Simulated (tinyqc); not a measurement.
## Threshold spread from leakage statistics

Problem. VT is Gaussian with standard deviation s and Ioff goes as exp(-VT/(n Vt)), so Ioff is log-normal: mean/median = exp(w^2/2) with w = s/(n Vt). Find w, s, the relative standard deviation sqrt(exp(w^2) - 1) and the share of devices that leak more than the mean, erfc(w/(2 sqrt(2)))/2.

Values chosen for this exercise:
```
symbol  value  unit              meaning
T         300     K          temperature
n        1.19        subthreshold factor
```

Constants: q = 1.602176634e-19 C, kB = 1.380649e-23 J/K, Vt = kB T/q. Results are converted to the units shown.

mean/median of the off current = 1.0380661

Solution. w = sqrt(2 ln(mean/median)); the mean lies w/2 standard deviations out in ln Ioff.

w = 0.273
s = 8.41 mV
relative standard deviation = 0.279
share above the mean = 44.6 %

Computed by the program tinyqc: `OMP_NUM_THREADS=1 python tinyqc.py 2090105 2090106 out.jsonl`, one thread of a shared Intel Xeon 2.30GHz, about 0.01 s for the whole run.
